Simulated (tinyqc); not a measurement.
Two-valley model of the transferred-electron effect: one step, computed by the program tinyqc. Command: `OMP_NUM_THREADS=1 python tinyqc.py 3011239 3011240 out.jsonl gunn walk`. One thread of a shared host (Intel(R) Xeon(R) Processor @ 2.30GHz), about 0.01 s of CPU time with the checks.

Both kinds of valley share one electron temperature T_e, and each has a constant mobility.

Question. Does a domain form? Space charge grows at the rate n e |mu_d|/(eps eps_0) during the transit time L/v, with v the valley velocity; Kroemer's criterion asks n L > eps eps_0 v/(e |mu_d|). Transit frequency v/L.

Inputs (values chosen for the exercise, modelled on GaAs):
```
quantity,value,unit
lattice temperature T,300,K
doping n,2.1e+15,1/cm^3
device length L,2.8,micrometre
permittivity eps,12.9,-
```

Solver: bisection.

valley velocity = 2.205296 1e7 cm/s

most negative differential mobility = -349.5195 cm^2/(V s)

Constants: eps_0 = 8.8541878128e-12 F/m; e = 1.602176634e-19 C.

Give: critical n L; n L of the device; transit frequency.

Answer.

critical n L = 4.498e+11 1/cm^2

n L of the device = 5.88e+11 1/cm^2

transit frequency = 78.76 GHz

n L is 1.31 times the critical product: a borderline case, which this order-of-magnitude rule cannot settle.
